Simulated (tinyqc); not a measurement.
In-plane mass from two subband densities.

Inverse problem. At zero temperature each occupied subband holds N_k = D (EF - E_k), D = md m0 q/(pi hbar^2) per eV. Two subbands are occupied. Find md, EF - E1 and EF - E2.

Constants: q = 1.602176634e-19 C, hbar = 1.054571817e-34 J s, m0 = 9.1093837015e-31 kg. Results are converted to the units shown.

N1, N2 (cm^-2): [9.8071407e11, 2.2e11]
E2 - E1 = 45.3 meV

Answer. N1 - N2 = D (E2 - E1) gives D and so md; each N_k/D is a distance to EF.

md = 0.0402 m0
EF - E1 = 58.4 meV
EF - E2 = 13.1 meV

tinyqc, about 0.2 s, one thread, Intel Xeon 2.30GHz (shared host): `OMP_NUM_THREADS=1 python tinyqc.py 2140107 2140108 out.jsonl`
